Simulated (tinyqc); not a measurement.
Bloch-Grueneisen resistivity of a metal: one step, computed by the program tinyqc.

Electrons scatter from a Debye spectrum of phonons (n = 5 for scattering within one band, n = 3 for scattering into a second, heavy band) and from static defects.

Task: The integral and the phonon part. J_n(y) = int_0^y x^n e^x/(e^x - 1)^2 dx, by 96 Gauss-Legendre points (upper limit at most 60). rho_ph = (n - 1) rho_1 (T/Theta)^n J_n(Theta/T), with rho_1 = 2 pi lambda_tr k_B Theta/(hbar eps_0 w_p^2), the high-temperature line at T = Theta.

Inputs (values chosen for the exercise, modelled on cobalt): exponent n = 3; Debye temperature Theta = 390 K; temperature T = 400 K.

Addition: none.

rho_1 = 8.487047 microohm cm

Give: Theta/T; J_n; phonon resistivity rho_ph.

Result:

Theta/T = 0.975

J_n = 0.4571

phonon resistivity rho_ph = 8.371 microohm cm

This is 96.2 % of the straight line rho_1 T/Theta.
